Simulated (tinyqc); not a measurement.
CIS on RHF in the 3-21g basis, for H3-, spin multiplicity 1, step by step. The basis has no diffuse functions, so it cannot describe the extra electron: this is an exercise in the method, not the real anion. Computed by tinyqc, a small Python program that keeps every step (integrals from PySCF). Settings: charge = -1, multiplicity = 1, basis = 3-21g, method = RHF, energy threshold = 1e-10, iteration cap = 59, orthogonalisation = canonical, start = Wolfsberg-Helmholz matrix, DIIS depth = 6. Command: `OMP_NUM_THREADS=1 python tinyqc.py 28992 28993 out.jsonl` (the two numbers bound the seeds that draw the settings). One thread of a shared host (Intel(R) Xeon(R) Processor @ 2.60GHz), about 0.04 s of CPU time with the checks. The early iterations of the SCF are left out here.

## One-electron integrals

Geometry (angstrom):
```
atom,x,y,z
H,0.000000,0.000000,0.000000
H,0.000000,0.000000,0.768000
H,0.000000,0.844000,-0.043000
```

Basis 3-21g: exponents (1/bohr^2) and contraction coefficients of normalised primitives:
```
element,l (shell),exponent,coefficient
H,s (1),5.447178,0.156285
H,s (1),0.824547,0.904691
H,s (2),0.183192,1.000000
```

Overlap, kinetic and nuclear-attraction integrals over the contracted functions; the nuclear repulsion is the sum of Za Zb / Rab.

nuclear repulsion = 1.76730509 hartree

overlap S:
```
,1H 1s,1H 2s,2H 1s,2H 2s,3H 1s,3H 2s
1H 1s,1.000000,0.645899,0.378297,0.469685,0.311309,0.439181
1H 2s,0.645899,1.000000,0.469685,0.824541,0.439181,0.791673
2H 1s,0.378297,0.469685,1.000000,0.645899,0.113619,0.308237
2H 2s,0.469685,0.824541,0.645899,1.000000,0.308237,0.638816
3H 1s,0.311309,0.439181,0.113619,0.308237,1.000000,0.645899
3H 2s,0.439181,0.791673,0.308237,0.638816,0.645899,1.000000
```

kinetic energy T (hartree):
```
,1H 1s,1H 2s,2H 1s,2H 2s,3H 1s,3H 2s
1H 1s,1.549405,0.293152,0.176638,0.167759,0.093249,0.147922
1H 2s,0.293152,0.274788,0.167759,0.197432,0.147922,0.183663
2H 1s,0.176638,0.167759,1.549405,0.293152,-0.059994,0.070765
2H 2s,0.167759,0.197432,0.293152,0.274788,0.070765,0.123095
3H 1s,0.093249,0.147922,-0.059994,0.070765,1.549405,0.293152
3H 2s,0.147922,0.183663,0.070765,0.123095,0.293152,0.274788
```

nuclear attraction V (hartree):
```
,1H 1s,1H 2s,2H 1s,2H 2s,3H 1s,3H 2s
1H 1s,-3.029480,-1.606561,-1.099160,-1.195811,-0.878125,-1.114639
1H 2s,-1.606561,-1.743229,-1.142231,-1.461079,-1.047504,-1.401721
2H 1s,-1.099160,-1.142231,-2.857291,-1.502628,-0.303246,-0.752978
2H 2s,-1.195811,-1.461079,-1.502628,-1.650250,-0.738874,-1.142018
3H 1s,-0.878125,-1.047504,-0.303246,-0.738874,-2.797257,-1.469679
3H 2s,-1.114639,-1.401721,-0.752978,-1.142018,-1.469679,-1.627464
```

core Hamiltonian H = T + V (hartree):
```
,1H 1s,1H 2s,2H 1s,2H 2s,3H 1s,3H 2s
1H 1s,-1.480075,-1.313409,-0.922522,-1.028052,-0.784876,-0.966717
1H 2s,-1.313409,-1.468441,-0.974472,-1.263647,-0.899582,-1.218058
2H 1s,-0.922522,-0.974472,-1.307886,-1.209476,-0.363240,-0.682213
2H 2s,-1.028052,-1.263647,-1.209476,-1.375462,-0.668109,-1.018923
3H 1s,-0.784876,-0.899582,-0.363240,-0.668109,-1.247853,-1.176527
3H 2s,-0.966717,-1.218058,-0.682213,-1.018923,-1.176527,-1.352676
```

## Two-electron integrals

Functions are numbered as in S; the eight-fold symmetry (ij|kl) = (ji|kl) = (kl|ij) leaves the list below.

Two-electron integrals (ij|kl) in chemists' order, unique and non-zero (hartree):
```
i,j,k,l,(ij|kl)
1,1,1,1,1.140145
2,1,1,1,0.611403
2,1,2,1,0.345152
2,2,1,1,0.626370
2,2,2,1,0.380329
2,2,2,2,0.482957
3,1,1,1,0.354351
3,1,2,1,0.201190
3,1,2,2,0.222808
3,1,3,1,0.150066
3,2,1,1,0.327588
3,2,2,1,0.197606
3,2,2,2,0.244082
3,2,3,1,0.155034
3,2,3,2,0.181906
3,3,1,1,0.656489
3,3,2,1,0.404329
3,3,2,2,0.513452
3,3,3,1,0.354351
3,3,3,2,0.437560
3,3,3,3,1.140145
4,1,1,1,0.437560
4,1,2,1,0.247912
4,1,2,2,0.274845
4,1,3,1,0.155034
4,1,3,2,0.155535
4,1,3,3,0.327588
4,1,4,1,0.181906
4,2,1,1,0.489782
4,2,2,1,0.299198
4,2,2,2,0.385775
4,2,3,1,0.193423
4,2,3,2,0.223288
4,2,3,3,0.489782
4,2,4,1,0.223288
4,2,4,2,0.328347
4,3,1,1,0.404329
4,3,2,1,0.248280
4,3,2,2,0.318489
4,3,3,1,0.201190
4,3,3,2,0.247912
4,3,3,3,0.611403
4,3,4,1,0.197606
4,3,4,2,0.299198
4,3,4,3,0.345152
4,4,1,1,0.513452
4,4,2,1,0.318489
4,4,2,2,0.427416
4,4,3,1,0.222808
4,4,3,2,0.274845
4,4,3,3,0.626370
4,4,4,1,0.244082
4,4,4,2,0.385775
4,4,4,3,0.380329
4,4,4,4,0.482957
5,1,1,1,0.282580
5,1,2,1,0.161682
5,1,2,2,0.181270
5,1,3,1,0.091137
5,1,3,2,0.089813
5,1,3,3,0.179344
5,1,4,1,0.115581
5,1,4,2,0.141501
5,1,4,3,0.112309
5,1,4,4,0.149207
5,1,5,1,0.100921
5,2,1,1,0.290913
5,2,2,1,0.177011
5,2,2,2,0.222697
5,2,3,1,0.099264
5,2,3,2,0.105791
5,2,3,3,0.213964
5,2,4,1,0.126972
5,2,4,2,0.174911
5,2,4,3,0.135395
5,2,4,4,0.188165
5,2,5,1,0.117792
5,2,5,2,0.158939
5,3,1,1,0.090397
5,3,2,1,0.053494
5,3,2,2,0.063129
5,3,3,1,0.037634
5,3,3,2,0.040489
5,3,3,3,0.089066
5,3,4,1,0.040889
5,3,4,2,0.054398
5,3,4,3,0.052716
5,3,4,4,0.062532
5,3,5,1,0.031738
5,3,5,2,0.038286
5,3,5,3,0.013204
5,4,1,1,0.203113
5,4,2,1,0.123686
5,4,2,2,0.155886
5,4,3,1,0.073119
5,4,3,2,0.079238
5,4,3,3,0.162919
5,4,4,1,0.090246
5,4,4,2,0.125958
5,4,4,3,0.102222
5,4,4,4,0.138614
5,4,5,1,0.081726
5,4,5,2,0.110176
5,4,5,3,0.028468
5,4,5,4,0.078033
5,5,1,1,0.607516
5,5,2,1,0.378588
5,5,2,2,0.494522
5,5,3,1,0.207650
5,5,3,2,0.225391
5,5,3,3,0.450689
5,5,4,1,0.271207
5,5,4,2,0.387077
5,5,4,3,0.288801
5,5,4,4,0.414634
5,5,5,1,0.282580
5,5,5,2,0.407776
5,5,5,3,0.089066
5,5,5,4,0.281227
5,5,5,5,1.140145
6,1,1,1,0.407776
6,1,2,1,0.231212
6,1,2,2,0.256657
6,1,3,1,0.134043
6,1,3,2,0.132186
6,1,3,3,0.269906
6,1,4,1,0.165906
6,1,4,2,0.201614
6,1,4,3,0.166181
6,1,4,4,0.214502
6,1,5,1,0.117792
6,1,5,2,0.132017
6,1,5,3,0.038668
6,1,5,4,0.092101
6,1,5,5,0.290913
6,1,6,1,0.158939
6,2,1,1,0.465165
6,2,2,1,0.284504
6,2,2,2,0.367965
6,2,3,1,0.165199
6,2,3,2,0.182280
6,2,3,3,0.381642
6,2,4,1,0.205301
6,2,4,2,0.293214
6,2,4,3,0.238141
6,2,4,4,0.324848
6,2,5,1,0.152674
6,2,5,2,0.199592
6,2,5,3,0.052781
6,2,5,4,0.139396
6,2,5,5,0.465165
6,2,6,1,0.199592
6,2,6,2,0.302692
6,3,1,1,0.213267
6,3,2,1,0.128816
6,3,2,2,0.159560
6,3,3,1,0.100259
6,3,3,2,0.117602
6,3,3,3,0.281227
6,3,4,1,0.101218
6,3,4,2,0.145626
6,3,4,3,0.160086
6,3,4,4,0.178890
6,3,5,1,0.062553
6,3,5,2,0.075089
6,3,5,3,0.028468
6,3,5,4,0.056536
6,3,5,5,0.162919
6,3,6,1,0.088041
6,3,6,2,0.123395
6,3,6,3,0.078033
6,4,1,1,0.358917
6,4,2,1,0.220592
6,4,2,2,0.288905
6,4,3,1,0.140732
6,4,3,2,0.163092
6,4,3,3,0.354986
6,4,4,1,0.164170
6,4,4,2,0.244821
6,4,4,3,0.218431
6,4,4,4,0.286947
6,4,5,1,0.116951
6,4,5,2,0.153311
6,4,5,3,0.044837
6,4,5,4,0.110516
6,4,5,5,0.354986
6,4,6,1,0.154328
6,4,6,2,0.236616
6,4,6,3,0.110516
6,4,6,4,0.197088
6,5,1,1,0.378588
6,5,2,1,0.234686
6,5,2,2,0.307852
6,5,3,1,0.130819
6,5,3,2,0.142824
6,5,3,3,0.288801
6,5,4,1,0.168451
6,5,4,2,0.242106
6,5,4,3,0.184057
6,5,4,4,0.261946
6,5,5,1,0.161682
6,5,5,2,0.231212
6,5,5,3,0.052716
6,5,5,4,0.160086
6,5,5,5,0.611403
6,5,6,1,0.177011
6,5,6,2,0.284504
6,5,6,3,0.102222
6,5,6,4,0.218431
6,5,6,5,0.345152
6,6,1,1,0.494522
6,6,2,1,0.307852
6,6,2,2,0.417211
6,6,3,1,0.176701
6,6,3,2,0.199357
6,6,3,3,0.414634
6,6,4,1,0.222049
6,6,4,2,0.332465
6,6,4,3,0.261946
6,6,4,4,0.370442
6,6,5,1,0.181270
6,6,5,2,0.256657
6,6,5,3,0.062532
6,6,5,4,0.178890
6,6,5,5,0.626370
6,6,6,1,0.222697
6,6,6,2,0.367965
6,6,6,3,0.138614
6,6,6,4,0.286947
6,6,6,5,0.380329
6,6,6,6,0.482957
```

## Orthogonalisation

S = U s U^T; canonical form X = U s^(-1/2), so that X^T S X = 1. Each column of U has its largest component positive (the first on a tie).

eigenvalues of S: 0.091151  0.196730  0.467725  0.623965  1.056608  3.563821

X:
```
,1,2,3,4,5,6
1H 1s,-0.751269,0.036162,0.296106,1.104309,-0.087583,0.196964
1H 2s,2.545950,-0.133517,-0.576172,0.102229,-0.011680,0.261515
2H 1s,0.433640,0.656153,0.846297,-0.389631,-0.583984,0.174161
2H 2s,-1.529951,-1.333795,-0.414336,-0.338329,-0.264890,0.243206
3H 1s,0.303229,-0.742354,0.826730,-0.210545,0.643969,0.165565
3H 2s,-1.141862,1.517676,-0.383382,-0.249189,0.335733,0.237740
```

## Starting guess

The start is the generalised Wolfsberg-Helmholz matrix (K = 1.75) built on H; D = 2 C_occ C_occ^T.

D at the start:
```
,1H 1s,1H 2s,2H 1s,2H 2s,3H 1s,3H 2s
1H 1s,0.153571,0.164888,0.171701,0.168093,-0.062780,0.047234
1H 2s,0.164888,0.201020,0.070935,0.143617,0.069418,0.140417
2H 1s,0.171701,0.070935,0.728366,0.362277,-0.717281,-0.371420
2H 2s,0.168093,0.143617,0.362277,0.240653,-0.279035,-0.086183
3H 1s,-0.062780,0.069418,-0.717281,-0.279035,0.806292,0.492468
3H 2s,0.047234,0.140417,-0.371420,-0.086183,0.492468,0.350048
```

## Iteration 8 (converged): orbitals

converged F (hartree):
```
,1H 1s,1H 2s,2H 1s,2H 2s,3H 1s,3H 2s
1H 1s,0.356513,-0.361614,-0.378465,-0.388800,-0.341618,-0.363379
1H 2s,-0.361614,-0.157086,-0.335413,-0.202120,-0.293694,-0.194242
2H 1s,-0.378465,-0.335413,0.440319,-0.304271,-0.204384,-0.238265
2H 2s,-0.388800,-0.202120,-0.304271,-0.100845,-0.220748,-0.167771
3H 1s,-0.341618,-0.293694,-0.204384,-0.220748,0.509553,-0.268960
3H 2s,-0.363379,-0.194242,-0.238265,-0.167771,-0.268960,-0.081256
```

Diagonalise F' = X^T F X, C = X C', fill 2 alpha and 2 beta electrons from the bottom; D = 2 C_occ C_occ^T. Each column has its largest component positive (the first on a tie).

F' = X^T F X (hartree):
```
,1,2,3,4,5,6
1,1.139695,0.007466,0.256870,-0.597986,0.006060,0.012250
2,0.007466,1.215537,-0.038482,-0.030458,-0.599506,-0.005366
3,0.256870,-0.038482,1.332853,-0.137810,0.020175,-0.083058
4,-0.597986,-0.030458,-0.137810,1.214644,-0.023107,-0.089071
5,0.006060,-0.599506,0.020175,-0.023107,0.492349,0.026194
6,0.012250,-0.005366,-0.083058,-0.089071,0.026194,-0.358419
```

orbital energies (hartree): MO1 -0.369233, MO2 0.152989, MO3 0.568014, MO4 1.213980, MO5 1.559881, MO6 1.911027

coefficients C:
```
,MO1,MO2,MO3,MO4,MO5,MO6
1H 1s,0.278072,-0.012893,0.113584,-0.847626,-0.059481,-1.052120
1H 2s,0.258485,-0.022481,2.032551,0.993812,0.040474,1.312538
2H 1s,0.212631,-0.185573,-0.046196,-0.606939,0.802764,0.873723
2H 2s,0.205902,-0.922162,-1.276696,0.339364,-1.015548,-0.930579
3H 1s,0.180618,0.199225,-0.040173,-0.446266,-1.017067,0.710951
3H 2s,0.168583,1.012503,-1.010867,0.102929,1.162540,-0.740252
```

D after iteration 8:
```
,1H 1s,1H 2s,2H 1s,2H 2s,3H 1s,3H 2s
1H 1s,0.154980,0.144335,0.123038,0.138290,0.095312,0.067648
1H 2s,0.144335,0.134640,0.118267,0.147907,0.084417,0.041629
2H 1s,0.123038,0.118267,0.159298,0.429819,0.002868,-0.304094
2H 2s,0.138290,0.147907,0.429819,1.785557,-0.293056,-1.797961
3H 1s,0.095312,0.084417,0.002868,-0.293056,0.144627,0.464330
3H 2s,0.067648,0.041629,-0.304094,-1.797961,0.464330,2.107167
```

## Convergence

Stop when the energy changes by less than 1e-10 hartree and every element of the error matrix X^T (F D S - S D F) X is below 3e-06.

Course of the cycle:
```
iteration,E (hartree),change,largest element of the error matrix
1,-0.77363842,-,1.00e+00
2,-1.33846139,-5.65e-01,1.42e-01
3,-1.35580396,-1.73e-02,2.05e-02
4,-1.35623355,-4.30e-04,1.20e-03
5,-1.35623934,-5.79e-06,3.81e-04
6,-1.35624035,-1.01e-06,8.94e-05
7,-1.35624040,-4.20e-08,5.51e-06
8,-1.35624040,-8.40e-11,9.70e-07
```

PySCF RHF in the same basis = -1.35624040 hartree

Converged in 8 iterations.

## Populations, bond orders and dipole

Mulliken: Z minus the diagonal of D S on the atom; Loewdin: the same with S^(1/2) D S^(1/2); Mayer order: 2 sum_s sum (D(s) S)_ij (D(s) S)_ji over the two atoms.

Charges (e):
```
atom,Mulliken,Loewdin
1H,0.105515,0.149971
2H,-0.456791,-0.493402
3H,-0.648724,-0.656569
```

Mayer bond orders:
```
pair,order
2-1,0.593549
3-1,0.394612
3-2,-0.006445
```

dipole moment about the origin, x y z (debye): 0.000000  -2.658254  -1.518871

## Integrals over molecular orbitals

(pq|rs) = sum C_ip C_jq C_kr C_ls (ij|kl), one index at a time.

one-electron integrals over orbitals h = C^T H C (hartree):
```
,1,2,3,4,5,6
1,-1.800831,-0.000417,-0.038444,0.262202,0.019305,-0.005082
2,-0.000417,-1.106471,0.001705,-0.027418,0.286149,0.001771
3,-0.038444,0.001705,-0.892386,0.052639,0.005436,0.266352
4,0.262202,-0.027418,0.052639,-0.488911,0.002782,-0.033384
5,0.019305,0.286149,0.005436,0.002782,-0.279245,-0.001661
6,-0.005082,0.001771,0.266352,-0.033384,-0.001661,-0.094304
```

Two-electron integrals over orbitals (pq|rs), unique and non-zero (hartree):
```
p,q,r,s,(pq|rs)
1,1,1,1,0.612449
2,1,1,1,-0.013520
2,1,2,1,0.099386
2,2,1,1,0.459268
2,2,2,1,0.013937
2,2,2,2,0.440310
3,1,1,1,0.035203
3,1,2,1,0.002218
3,1,2,2,-0.020954
3,1,3,1,0.068974
3,2,1,1,0.004241
3,2,2,1,-0.045149
3,2,2,2,-0.007969
3,2,3,1,-0.003067
3,2,3,2,0.042947
3,3,1,1,0.425885
3,3,2,1,-0.006971
3,3,2,2,0.360276
3,3,3,1,0.024867
3,3,3,2,0.004437
3,3,3,3,0.383361
4,1,1,1,-0.140169
4,1,2,1,0.009491
4,1,2,2,-0.061163
4,1,3,1,-0.017242
4,1,3,2,-0.001366
4,1,3,3,-0.042419
4,1,4,1,0.091515
4,2,1,1,0.014584
4,2,2,1,-0.000294
4,2,2,2,0.007741
4,2,3,1,0.001252
4,2,3,2,-0.005459
4,2,3,3,0.003795
4,2,4,1,-0.011370
4,2,4,2,0.024866
4,3,1,1,-0.020540
4,3,2,1,0.002051
4,3,2,2,-0.017130
4,3,3,1,0.021691
4,3,3,2,-0.002091
4,3,3,3,0.000859
4,3,4,1,0.020678
4,3,4,2,0.001191
4,3,4,3,0.039204
4,4,1,1,0.518540
4,4,2,1,-0.022769
4,4,2,2,0.391096
4,4,3,1,0.046432
4,4,3,2,0.008033
4,4,3,3,0.388889
4,4,4,1,-0.104045
4,4,4,2,0.010564
4,4,4,3,-0.005856
4,4,4,4,0.474068
5,1,1,1,-0.000383
5,1,2,1,-0.064923
5,1,2,2,-0.013105
5,1,3,1,-0.003294
5,1,3,2,0.023909
5,1,3,3,-0.000139
5,1,4,1,-0.004918
5,1,4,2,0.026686
5,1,4,3,0.001875
5,1,4,4,0.008531
5,1,5,1,0.075585
5,2,1,1,-0.131224
5,2,2,1,-0.007288
5,2,2,2,-0.088623
5,2,3,1,0.010423
5,2,3,2,0.002101
5,2,3,3,-0.048936
5,2,4,1,0.061269
5,2,4,2,-0.001914
5,2,4,3,0.002769
5,2,4,4,-0.084857
5,2,5,1,0.015941
5,2,5,2,0.092037
5,3,1,1,-0.003012
5,3,2,1,0.010621
5,3,2,2,-0.000303
5,3,3,1,0.002236
5,3,3,2,0.003359
5,3,3,3,0.000571
5,3,4,1,0.004099
5,3,4,2,-0.009952
5,3,4,3,0.001278
5,3,4,4,-0.002159
5,3,5,1,-0.019564
5,3,5,2,-0.003507
5,3,5,3,0.014194
5,4,1,1,-0.011491
5,4,2,1,0.079493
5,4,2,2,0.006685
5,4,3,1,0.006709
5,4,3,2,-0.033491
5,4,3,3,-0.003637
5,4,4,1,0.009781
5,4,4,2,-0.006015
5,4,4,3,0.002015
5,4,4,4,-0.018374
5,4,5,1,-0.061041
5,4,5,2,-0.003750
5,4,5,3,0.011168
5,4,5,4,0.075309
5,5,1,1,0.528602
5,5,2,1,0.032153
5,5,2,2,0.474772
5,5,3,1,-0.025457
5,5,3,2,-0.014757
5,5,3,3,0.373804
5,5,4,1,-0.108668
5,5,4,2,0.007864
5,5,4,3,-0.014536
5,5,4,4,0.437148
5,5,5,1,-0.035639
5,5,5,2,-0.156207
5,5,5,3,0.004244
5,5,5,4,0.022618
5,5,5,5,0.590940
6,1,1,1,-0.018402
6,1,2,1,-0.005213
6,1,2,2,0.039513
6,1,3,1,-0.057420
6,1,3,2,0.004391
6,1,3,3,-0.017216
6,1,4,1,0.020297
6,1,4,2,0.002700
6,1,4,3,0.015313
6,1,4,4,-0.033160
6,1,5,1,0.007587
6,1,5,2,-0.038550
6,1,5,3,-0.001381
6,1,5,4,-0.011710
6,1,5,5,0.069548
6,1,6,1,0.099686
6,2,1,1,-0.006645
6,2,2,1,0.055542
6,2,2,2,0.006307
6,2,3,1,0.005012
6,2,3,2,-0.022340
6,2,3,3,-0.002037
6,2,4,1,0.006623
6,2,4,2,-0.015776
6,2,4,3,-0.000737
6,2,4,4,-0.010222
6,2,5,1,-0.055938
6,2,5,2,-0.007266
6,2,5,3,0.019033
6,2,5,4,0.049666
6,2,5,5,0.019705
6,2,6,1,-0.009665
6,2,6,2,0.051730
6,3,1,1,-0.116615
6,3,2,1,0.005454
6,3,2,2,-0.056442
6,3,3,1,-0.026254
6,3,3,2,-0.001002
6,3,3,3,-0.048393
6,3,4,1,0.057837
6,3,4,2,-0.006019
6,3,4,3,0.007708
6,3,4,4,-0.087791
6,3,5,1,-0.000464
6,3,5,2,0.043204
6,3,5,3,0.001940
6,3,5,4,0.003684
6,3,5,5,-0.081253
6,3,6,1,0.022713
6,3,6,2,0.002887
6,3,6,3,0.054625
6,4,1,1,0.042387
6,4,2,1,0.009266
6,4,2,2,-0.023435
6,4,3,1,0.066058
6,4,3,2,-0.006792
6,4,3,3,0.025912
6,4,4,1,-0.030812
6,4,4,2,-0.001430
6,4,4,3,-0.000632
6,4,4,4,0.056072
6,4,5,1,-0.011740
6,4,5,2,0.022182
6,4,5,3,0.002726
6,4,5,4,0.016255
6,4,5,5,-0.044995
6,4,6,1,-0.091479
6,4,6,2,0.012415
6,4,6,3,-0.032611
6,4,6,4,0.102259
6,5,1,1,0.016363
6,5,2,1,-0.099301
6,5,2,2,-0.015371
6,5,3,1,-0.000636
6,5,3,2,0.052041
6,5,3,3,0.008251
6,5,4,1,-0.013931
6,5,4,2,0.019749
6,5,4,3,-0.000263
6,5,4,4,0.026638
6,5,5,1,0.090520
6,5,5,2,0.013133
6,5,5,3,-0.019297
6,5,5,4,-0.092182
6,5,5,5,-0.042041
6,5,6,1,0.005626
6,5,6,2,-0.075850
6,5,6,3,-0.007626
6,5,6,4,-0.010921
6,5,6,5,0.137478
6,6,1,1,0.617905
6,6,2,1,-0.020300
6,6,2,2,0.460469
6,6,3,1,0.041833
6,6,3,2,0.007441
6,6,3,3,0.430856
6,6,4,1,-0.165704
6,6,4,2,0.018187
6,6,4,3,-0.029417
6,6,4,4,0.534857
6,6,5,1,0.004909
6,6,5,2,-0.143957
6,6,5,3,-0.005270
6,6,5,4,-0.017948
6,6,5,5,0.546778
6,6,6,1,-0.031805
6,6,6,2,-0.011900
6,6,6,3,-0.136724
6,6,6,4,0.058382
6,6,6,5,0.027477
6,6,6,6,0.679466
```

## CIS matrix, singlets

A(ia,jb) = (e_a - e_i) d_ij d_ab + 2 (ia|jb) - (ij|ab).

CIS matrix A, singlet (hartree):
```
,1>3,1>4,1>5,1>6,2>3,2>4,2>5,2>6
1>3,0.649310,-0.013945,-0.003577,0.001774,0.000836,0.000452,0.010225,0.004571
1>4,-0.013945,1.247703,0.001656,-0.001794,-0.004783,0.000030,0.043046,0.003980
1>5,-0.003577,0.001656,1.551682,-0.001188,0.037197,-0.026120,-0.000272,-0.012575
1>6,0.001774,-0.001794,-0.001188,1.861728,0.003327,-0.003866,0.022201,0.000969
2>3,0.000836,-0.004783,0.037197,0.003327,0.140644,0.006213,0.004505,0.011762
2>4,0.000452,0.000030,-0.026120,-0.003866,0.006213,0.719628,-0.010512,-0.008116
2>5,0.010225,0.043046,-0.000272,0.022201,0.004505,-0.010512,1.116194,0.000840
2>6,0.004571,0.003980,-0.012575,0.000969,0.011762,-0.008116,0.000840,1.401030
```

## CIS singlet states

dipole integrals <i|r|a> (bohr):
```
,x,y,z
1>3,0.000000,-0.583809,-0.674909
1>4,0.000000,-0.080288,-0.043692
1>5,0.000000,-0.027158,0.026551
1>6,0.000000,0.069482,0.098429
2>3,0.000000,-0.584715,0.548532
2>4,0.000000,0.451518,-0.443454
2>5,0.000000,0.061627,-0.059169
2>6,0.000000,0.046576,-0.083623
```

Diagonalise A (1 hartree = 27.211386 eV); each vector has its largest component positive (the first on a tie). The transition dipole is mu = sqrt2 sum c_ia <i|r|a>.

singlet excitation energies (eV): 3.793597  17.651082  19.551964  30.025980  34.302253  38.108223  42.298173  50.679049

lowest vectors:
```
,state 1,state 2,state 3,state 4,state 5,state 6
1>3,-0.001500,0.999318,0.010203,0.030129,-0.017328,0.005277
1>4,0.004556,0.025050,-0.001965,-0.283041,0.958343,0.028207
1>5,-0.026647,0.003492,0.030971,-0.000188,-0.006645,0.077289
1>6,-0.001902,-0.001004,0.002837,-0.028939,-0.007533,-0.002390
2>3,0.999499,0.001182,0.013231,0.005637,-0.003538,0.011430
2>4,-0.012138,-0.009568,0.998962,-0.025820,-0.004702,-0.014843
2>5,-0.004881,-0.024328,0.026044,0.957833,0.283395,0.007874
2>6,-0.009666,-0.006239,0.012129,-0.000220,-0.028810,0.996386
```

oscillator strengths 2/3 w |mu|^2: 0.121793  0.690247  0.373520  0.007399  0.007840  0.011453

## CIS matrix, triplets

A(ia,jb) = (e_a - e_i) d_ij d_ab - (ij|ab).

CIS matrix A, triplet (hartree):
```
,1>3,1>4,1>5,1>6,2>3,2>4,2>5,2>6
1>3,0.511362,0.020540,0.003012,0.116615,0.006971,-0.002051,-0.010621,-0.005454
1>4,0.020540,1.064672,0.011491,-0.042387,-0.002051,0.022769,-0.079493,-0.009266
1>5,0.003012,0.011491,1.400512,-0.016363,-0.010621,-0.079493,-0.032153,0.099301
1>6,0.116615,-0.042387,-0.016363,1.662356,-0.005454,-0.009266,0.099301,0.020300
2>3,0.006971,-0.002051,-0.010621,-0.005454,0.054750,0.017130,0.000303,0.056442
2>4,-0.002051,0.022769,-0.079493,-0.009266,0.017130,0.669895,-0.006685,0.023435
2>5,-0.010621,-0.079493,-0.032153,0.099301,0.000303,-0.006685,0.932120,0.015371
2>6,-0.005454,-0.009266,0.099301,0.020300,0.056442,0.023435,0.015371,1.297569
```

## CIS triplet states

Diagonalise A (1 hartree = 27.211386 eV); each vector has its largest component positive (the first on a tie).

triplet excitation energies (eV): 1.400929  13.549830  17.908055  24.132175  29.726199  33.953956  39.883088  46.068233

lowest vectors:
```
,state 1,state 2,state 3,state 4,state 5,state 6
1>3,-0.017294,0.992738,-0.010266,-0.031613,0.060577,-0.024413
1>4,0.002622,-0.038163,-0.054232,0.387094,0.912091,-0.083065
1>5,0.009847,-0.003057,0.115992,0.051347,-0.075733,-0.484786
1>6,0.005231,-0.104301,0.009073,-0.089408,0.114937,-0.080264
2>3,0.998434,0.018405,0.020642,-0.003328,0.004525,0.046604
2>4,-0.024735,0.008659,0.989539,-0.006106,0.071309,0.099865
2>5,0.000064,0.040798,0.021550,0.915086,-0.364649,0.085451
2>6,-0.045686,0.007019,-0.057778,-0.033123,0.086025,0.855335
```
